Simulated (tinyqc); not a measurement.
# Voltage drop against the pad pitch

A grid of 17 by 17 nodes with segments Rx (rows) and Ry (columns); every node draws I1 and the central node kh I1; pads with resistance Rp sit at the nodes whose row and column are multiples of the pitch, counting from 0. The drops u = Vdd - V follow from G u = i, with G the conductance matrix and i the load currents, solved directly.

Parameters, values chosen for the exercise: supply voltage Vdd = 0.75 V; resistance of a horizontal segment Rx = 0.38 ohm; resistance of a vertical segment Ry = 0.27 ohm; resistance from a pad node to the supply Rp = 0.17 ohm; factor on the load at the hot node kh = 8; load current of a node in the large grid I1 = 0.24 mA.

Result of one run:
columns A: pitch (nodes); B: pads; C: worst drop (mV); D: mean drop (mV); E: largest drop at a pad (mV); F: largest pad current (mA); G: worst drop over Vdd (%)
```
A   B        C        D        E       F         G
2  81  0.29026  0.19648  0.29026  1.7074  0.038701
```

What becomes of these results when the pad pitch is changed from 2 to 1 nodes, all else the same?

Result of the changed run:
columns A: pitch (nodes); B: pads; C: worst drop (mV); D: mean drop (mV); E: largest drop at a pad (mV); F: largest pad current (mA); G: worst drop over Vdd (%)
```
A    B        C         D        E        F         G
1  289  0.14648  0.041788  0.14648  0.86165  0.019531
```

The whole series:
columns A: pitch (nodes); B: pads; C: worst drop (mV); D: mean drop (mV); E: largest drop at a pad (mV); F: largest pad current (mA); G: worst drop over Vdd (%)
```
A     B        C         D        E        F         G
1   289  0.14648  0.041788  0.14648  0.86165  0.019531
2    81  0.29026   0.19648  0.29026   1.7074  0.038701
4    25  0.99506   0.79861  0.74129   4.3605   0.13268
8     9   3.3230    2.9245   2.0232   11.901   0.44306
16    4   11.370    9.8019   3.0192   17.760    1.5160
```

The worst drop goes from 0.146 to 11.4 mV while the number of pads falls from 289 to 4; between the last two rows it goes as pitch^(1.77). The largest drop at a pad is 100 % of the worst drop in the first row and 26.6 % in the last; the rest falls along the wires.

Computed by the program tinyqc: `OMP_NUM_THREADS=1 python tinyqc.py 2770153 2770154 out.jsonl`, one thread of a shared Intel Xeon 2.30GHz, about 0.1 s for the whole run.
